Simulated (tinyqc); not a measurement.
Worked calculation: power iteration on a symmetric matrix. Computed by tinyqc, a small Python program that keeps every step. Settings: method = power, shift = -0.07. Command: `OMP_NUM_THREADS=1 python tinyqc.py 29666 29667 out.jsonl` (the two numbers bound the seeds that draw the settings). One thread of a shared host (Intel(R) Xeon(R) Processor @ 2.60GHz), about 0.01 s of CPU time with the checks.

## Step 1

A:
```
,1,2,3
1,3.2410,-0.2440,-0.0150
2,-0.2440,3.5570,-0.3070
3,-0.0150,-0.3070,3.9990
```

vector v at the start: 0.5774  0.5774  0.5774

shift = -0.0700

w = (A - shift) v; v' = w/|w| with its largest component positive (the first on a tie); lambda = v'^T A v'.

vector after step 1: 0.5328  0.5370  0.6541

Rayleigh quotient after step 1 = 3.2907

## Step 2

As before.

vector after step 2: 0.4799  0.4780  0.7357

Rayleigh quotient after step 2 = 3.3851

## Course of the iteration

Stop when the residual |A v - lambda v| is below 1e-9.

Steps:
```
step,lambda,residual
1,3.290701,3.84e-01
2,3.385060,4.42e-01
3,3.503341,4.83e-01
4,3.635884,4.97e-01
5,3.766725,4.79e-01
6,3.880750,4.35e-01
7,3.970060,3.77e-01
8,4.034631,3.16e-01
9,4.078922,2.60e-01
10,4.108420,2.12e-01
11,4.127825,1.72e-01
12,4.140582,1.40e-01
13,4.149024,1.14e-01
14,4.154670,9.41e-02
15,4.158493,7.78e-02
16,4.161113,6.47e-02
17,4.162930,5.41e-02
18,4.164203,4.55e-02
19,4.165103,3.83e-02
20,4.165743,3.24e-02
21,4.166202,2.75e-02
22,4.166532,2.34e-02
23,4.166770,1.99e-02
24,4.166942,1.69e-02
25,4.167067,1.44e-02
26,4.167158,1.23e-02
27,4.167225,1.05e-02
28,4.167273,8.97e-03
29,4.167308,7.66e-03
30,4.167334,6.55e-03
```

all eigenvalues, for comparison: 3.0768  3.5528  4.1674

Not converged in 30 steps: the residual falls only by the ratio of the two largest distances of eigenvalues from the shift, 0.85 a step.
